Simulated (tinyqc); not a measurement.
Quasi-harmonic thermal expansion with mode Grueneisen parameters: one step, computed by the program tinyqc. Command: `OMP_NUM_THREADS=1 python tinyqc.py 3019405 3019406 out.jsonl qha walk`. One thread of a shared host (Intel(R) Xeon(R) Processor @ 2.30GHz), about 0.03 s of CPU time with the checks.

A crystal with two atoms a cell; per atom there are 1 transverse acoustic (TA), 1/2 longitudinal acoustic (LA) and 3/2 optical (O) modes. Every frequency of group i scales as nu_i (V/V0)^(-gamma_i). The acoustic groups have Debye spectra, density 3 nu^2/nu_i^3 up to nu_i (40 Gauss-Legendre points); the optical group has one frequency. Static energy: E = (9 V0 B0/16) [y^3 B' + y^2 (2 - 4 y)], y = (V0/V)^(2/3) - 1, with pressure P_s = (3 B0/2) (z^7 - z^5) [1 + (3/4)(B' - 4)(z^2 - 1)], z = (V0/V)^(1/3).

Task: Mode groups at the static volume. For a mode with x = h nu/(k_B T), n = 1/(exp(x) - 1): U = h nu (n + 1/2), C/k_B = x^2 n (n + 1); U_i and C_i sum these over group i with its weight per atom. Phonon pressure P_ph = sum_i gamma_i U_i/V.

Inputs (values chosen for the exercise, modelled on zinc selenide):
```
quantity,value,unit
static volume V0,22.8,angstrom^3/atom
frequency nu_TA,2.04,THz
frequency nu_LA,5.2,THz
frequency nu_O,6.76,THz
Grueneisen parameter gamma_TA,-1.1,-
Grueneisen parameter gamma_LA,1.1,-
Grueneisen parameter gamma_O,1.3,-
temperature T,800,K
```

Acoustic groups: Debye.

Constants: h x 1 THz = 4.135667696 meV; k_B = 8.617333262e-05 eV/K; 1 eV/angstrom^3 = 160.2176634 GPa.

Give: Groups; phonon pressure at V0.

Result:

Groups:
```
group,h nu_i/(k_B T),U_i (meV),C_i (k_B),gamma_i C_i (k_B)
TA,0.1224,68.99,0.9993,-1.099
LA,0.3120,34.64,0.4976,0.5473
O,0.4055,104.8,1.480,1.923
```

phonon pressure at V0 = 0.6920 GPa
